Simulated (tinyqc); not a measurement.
Mobility of a non-polar semiconductor in the relaxation-time approximation: one step, computed by the program tinyqc. Command: `OMP_NUM_THREADS=1 python tinyqc.py 3009660 3009661 out.jsonl rta walk`. One thread of a shared host (Intel(R) Xeon(R) Processor @ 2.30GHz), about 0.01 s of CPU time with the checks.

Each valley is treated as a sphere of mass m_d for states and rates, with one isotropic relaxation time; the conductivity mass m_c sets the current.

Task: Fermi level and screening. Parabolic band: E = hbar^2 k^2/(2 m), speed v = hbar k/m, states per spin, volume and energy g(E) = m k/(2 pi^2 hbar^2). Here m = m_d. Masses are multiplied by m_0 and all formulas are in SI units. The reduced Fermi level eta = E_F/(k_B T) solves n = 2 Z int g f dE with f = 1/(1 + exp(x - eta)) (Z = 1 unless valleys are given); screening length L_s = sqrt(eps_s eps_0 k_B T/(e^2 dn/deta)), dn/deta = 2 Z int g f (1 - f) dE. Integrals over x = E/(k_B T) use 160 Gauss-Legendre points in u = sqrt(x) from 0 to sqrt(max(eta, 0) + 32).

Inputs (values chosen for the exercise, modelled on electrons in silicon): equivalent valleys Z = 6; static permittivity eps_s = 11.7; carrier density n = 7.4e+14 1/cm^3; temperature T = 300 K.

Band: parabolic. Impurity formula: Brooks-Herring. Further scattering: neutral impurities.

density-of-states mass m_d = 0.3241937 m_0

Constants: k_B = 8.617333262e-05 eV/K; m_0 = 9.1093837015e-31 kg; e = 1.602176634e-19 C; hbar = 1.054571817e-34 J s; eps_0 = 8.8541878128e-12 F/m; k_B = 1.380649e-23 J/K.

Give: reduced Fermi level eta; screening length L_s.

Result:

reduced Fermi level eta = -10.534

screening length L_s = 150.30 nm

The gas is non-degenerate (eta < -2), and L_s is close to the Debye length.
